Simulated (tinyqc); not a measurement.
# MOS capacitor on a p-type substrate, surface potential from the exact charge relation: several studies

Uniform p-type substrate, Boltzmann statistics, full ionisation, classical densities. psi is the surface potential against the body (positive when the bands bend down) and u = psi/Vt. Traps are spread evenly over the gap and neutral at flat band, so their charge is -q Dit psi; the minority quasi-Fermi level is shifted by Vb.

Parameters, values chosen for the exercise; band and dielectric values close to those of silicon: temperature T = 300 K; band gap Eg = 1.1 eV; relative permittivity eps_r = 11.7; conduction-band density of states at T Nc = 2.78e19 cm^-3; valence-band density of states at T Nv = 2.63e19 cm^-3; electron affinity chi = 3.98 eV; acceptor density of the substrate N = 3e16 cm^-3; relative permittivity of the gate insulator (close to hafnium oxide) eox = 21.4; insulator thickness tox = 42 nm; gate work function phiM = 4.13 eV; fixed charge at the interface, in units of q Nf = 0 cm^-2; density of interface traps Dit = 0 cm^-2 eV^-1; reverse bias of the inversion layer against the body Vb = 0 V.

Constants: q = 1.602176634e-19 C, kB = 1.380649e-23 J/K, Vt = kB T/q, eps0 = 8.8541878128e-14 F/cm where lengths are in cm. Results are converted to the units shown.

Each table varies one quantity; the others keep the values above.

## Capacitance-voltage curves

ni = sqrt(Nc Nv) exp(-Eg/(2 Vt)), Eg in volts; phiF = Vt ln(N/ni); Cox = eps0 eox/tox; Vfb = phiM - chi - (Eg - Vt ln(Nv/N)) - q Nf/Cox; Q0 = sqrt(2 eps0 eps_r q N Vt); r = (ni/N)^2 exp(-Vb/Vt); VT = Vfb + [(2 phiF + Vb)(1 + q Dit/Cox) + sqrt(2 eps0 eps_r q N (2 phiF + Vb))/Cox]. u = psi/Vt; F^2 = exp(-u) + u - 1 + r (exp(u) - u - 1); Qs = -sign(u) Q0 F; Cs = -dQs/dpsi = (Q0/Vt) |1 - exp(-u) + r (exp(u) - 1)|/(2 F). psi solves Vg = Vfb + psi + (q Dit psi - Qs)/Cox. Low frequency: 1/C_LF = 1/Cox + 1/(Cs + q Dit). High frequency, in the simple estimate in which traps and minority carriers do not follow: 1/C_HF = 1/Cox + 1/Cd, Cd being Cs with r = 0 at the same psi. Deep depletion: r = 0 and Dit = 0 both in the equation for psi and in Cs. Minority sheet density N_inv = (Q0/(2 q)) int_0^u r (exp(t) - 1)/F(t) dt for u > 0. N_inv under 1 cm^-2 is printed as 0. Regimes: accumulation when majority carriers gather, then depletion up to |psi| = phiF + Vb, weak inversion up to 2 phiF + Vb, strong inversion beyond.

Capacitance-voltage curves:

| Vg (V) | psi (V) | C_LF/Cox | C_HF/Cox | C_deep/Cox | N_inv (cm^-2) | regime |
|---|---|---|---|---|---|---|
| -1.46 | -0.1417 | 0.9150 | 0.9150 | 0.9150 | 0 | accumulation |
| -1.18 | -0.1111 | 0.8580 | 0.8580 | 0.8580 | 0 | accumulation |
| -0.91 | -0.05455 | 0.6875 | 0.6875 | 0.6875 | 0 | accumulation |
| -0.63 | 0.08891 | 0.2975 | 0.2975 | 0.2975 | 0 | depletion |
| -0.35 | 0.3074 | 0.1725 | 0.1725 | 0.1725 | 630.2 | depletion |
| -0.07 | 0.5454 | 0.1331 | 0.1330 | 0.1330 | 4.490e6 | weak inversion |
| 0.2 | 0.7745 | 0.3150 | 0.1133 | 0.1128 | 2.559e10 | strong inversion |
| 0.48 | 0.8640 | 0.8483 | 0.1078 | 0.09927 | 5.372e11 | strong inversion |
| 0.76 | 0.8948 | 0.9176 | 0.1061 | 0.08967 | 1.235e12 | strong inversion |
| 1.04 | 0.9139 | 0.9429 | 0.1050 | 0.08241 | 1.968e12 | strong inversion |

Read the table: what changes, and by how much?

C_LF/Cox is lowest, 0.133, at Vg = -0.07 V (weak inversion) among the rows listed and is 0.943 in the last row, where C_HF/Cox is 0.105 and the deep-depletion value 0.0824. Vfb = -0.775 V, where C_HF/Cox = 0.493 (Cox in series with eps0 eps_r/LD), and VT = 0.165 V. Over the last two rows psi moves by only 0.068 V a volt of gate bias, since the inversion charge screens the body. In strong accumulation and inversion degeneracy and confinement, left out here, lower the capacitance.

## Effect of the acceptor density of the substrate on threshold and swing

ni = sqrt(Nc Nv) exp(-Eg/(2 Vt)), Eg in volts; phiF = Vt ln(N/ni); Cox = eps0 eox/tox; Vfb = phiM - chi - (Eg - Vt ln(Nv/N)) - q Nf/Cox; VT = Vfb + [(2 phiF + Vb)(1 + q Dit/Cox) + sqrt(2 eps0 eps_r q N (2 phiF + Vb))/Cox]. gamma = sqrt(2 eps0 eps_r q N)/Cox; Wm = sqrt(2 eps0 eps_r (2 phiF + Vb)/(q N)); m = 1 + (eps0 eps_r/Wm + q Dit)/Cox; swing m Vt ln 10; Cmin/Cox = 1/(1 + Cox Wm/(eps0 eps_r)).

Results:

| N (cm^-3) | Vfb (V) | 2 phiF (V) | gamma (V^0.5) | VT (V) | Wm (nm) | m | swing (mV/decade) | Cmin/Cox |
|---|---|---|---|---|---|---|---|---|
| 1e15 | -0.68690 | 0.57236 | 0.040385 | -0.083985 | 860.32 | 1.0267 | 61.115 | 0.025997 |
| 3.4e15 | -0.71853 | 0.63563 | 0.074467 | -0.023531 | 491.69 | 1.0467 | 62.306 | 0.044618 |
| 3.8e16 | -0.78093 | 0.76044 | 0.24895 | 0.19659 | 160.87 | 1.1427 | 68.023 | 0.12491 |
| 1.3e17 | -0.81273 | 0.82403 | 0.46046 | 0.42929 | 90.537 | 1.2536 | 74.624 | 0.20231 |
| 4.4e17 | -0.84425 | 0.88707 | 0.84713 | 0.84068 | 51.060 | 1.4497 | 86.297 | 0.31021 |
| 1.5e18 | -0.87596 | 0.95048 | 1.5641 | 1.5994 | 28.625 | 1.8022 | 107.28 | 0.44511 |
| 5e18 | -0.90708 | 1.0127 | 2.8557 | 2.9794 | 16.184 | 2.4188 | 143.98 | 0.58658 |

Estimate the missing row, N = 1.1e16 cm^-3.

Computed row:

| N (cm^-3) | Vfb (V) | 2 phiF (V) | gamma (V^0.5) | VT (V) | Wm (nm) | m | swing (mV/decade) | Cmin/Cox |
|---|---|---|---|---|---|---|---|---|
| 1.1e16 | -0.74889 | 0.69634 | 0.13394 | 0.059224 | 286.12 | 1.0803 | 64.304 | 0.074294 |

With this row back in the table: As N goes from 1e15 to 5e18, VT rises from -0.0840 to 2.98 V, the swing rises from 61.1 to 144 mV/decade and Cmin/Cox rises from 0.0260 to 0.587. Of the change of VT by 3.06 V, -0.220 V comes from Vfb and 3.28 V from the band bending and the charge it takes. gamma goes as N^(0.50) and Wm as N^(-0.47); phiF, which grows slowly with N, keeps the latter from -1/2.

## Effect of the relative permittivity of the gate insulator on threshold and swing

Same model as above.

The same in every row: Vfb (V) = -0.7748; 2 phiF (V) = 0.7482; Wm (nm) = 179.6.

Results:

| eox | gamma (V^0.5) | VT (V) | m | swing (mV/decade) | Cmin/Cox |
|---|---|---|---|---|---|
| 3.9 | 1.214 | 1.023 | 1.702 | 101.3 | 0.4123 |
| 5 | 0.9467 | 0.7923 | 1.547 | 92.10 | 0.3537 |
| 7.5 | 0.6312 | 0.5193 | 1.365 | 81.24 | 0.2673 |
| 15 | 0.3156 | 0.2464 | 1.182 | 70.39 | 0.1543 |
| 22 | 0.2152 | 0.1595 | 1.124 | 66.93 | 0.1106 |
| 30 | 0.1578 | 0.1099 | 1.091 | 64.96 | 0.08358 |

Estimate the missing row, eox = 9.

Computed row:

| eox | gamma (V^0.5) | VT (V) | m | swing (mV/decade) | Cmin/Cox |
|---|---|---|---|---|---|
| 9 | 0.5260 | 0.4283 | 1.304 | 77.62 | 0.2331 |

With this row back in the table: As eox goes from 3.9 to 30, VT falls from 1.02 to 0.110 V, the swing falls from 101 to 65.0 mV/decade and Cmin/Cox falls from 0.412 to 0.0836. Vfb does not move. m - 1 goes as eox^(-1.00), that is as 1/Cox.

Program tinyqc, `OMP_NUM_THREADS=1 python tinyqc.py 2060097 2060098 out.jsonl`; Intel Xeon 2.30GHz, shared host, one thread, about 0.01 s.
